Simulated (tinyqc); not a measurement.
Strain, valley repopulation and piezoresistance in a many-valley conduction band: one step, computed by the program tinyqc.

Valleys are ellipsoids with mass m_l along the axis a and m_t across it, parabolic, with one constant relaxation time; strain shifts the valleys and leaves the masses alone. Currents are taken along [100], in the plane, and along [001], across the plane.

Problem. Strain. Compliances S11 = (C11 + C12)/((C11 - C12)(C11 + 2 C12)), S12 = -C12/((C11 - C12)(C11 + 2 C12)), S44 = 1/C44; stress sigma_xx = sigma_yy = X, all else 0; e_xx = S11 sigma_xx + S12 (sigma_yy + sigma_zz), e_xy = S44 sigma_xy/2 (tensor strain).

Inputs (values chosen for the exercise, modelled on silicon):
```
quantity,value,unit
C11,165,GPa
C12,64.6,GPa
C44,79.3,GPa
stress X (tension positive),1900,MPa
```

Valley axes: <100> (6 valleys in 3 pairs). Load: biaxial in the (001) plane.

Give: strain tensor.

Solution.

strain tensor (%):
```
,x,y,z
x,1.061,0.000,0.000
y,0.000,1.061,0.000
z,0.000,0.000,-0.831
```

Caution: strain near 1 % also warps the bands and changes masses and intervalley scattering, which this model leaves out.
